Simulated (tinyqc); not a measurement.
Lattice vibrations of a chain, step by step. One step of it, computed by the program tinyqc.

Problem. Dynamical matrix at q = 0.3. q is in units of 2 pi/a. A spring k from atom i to atom j, n cells on, adds k to Phi_ii and Phi_jj, -k exp(2 pi i q n) to Phi_ij and the conjugate to Phi_ji (for one atom a cell: 2k (1 - cos 2 pi q n)); D_ij = Phi_ij / sqrt(m_i m_j).

A chain moving along its axis:
```
atom   mass (u)  spring to the next atom (eV/angstrom^2)
1     94.700000                                28.400000
2     62.100000                                29.500000
```

Give: D(q).

Solution.

D(q) (eV/(angstrom^2 u)):
```
                 1                2
1           0.6114  -0.2515+0.3659i
2  -0.2515-0.3659i           0.9324
```
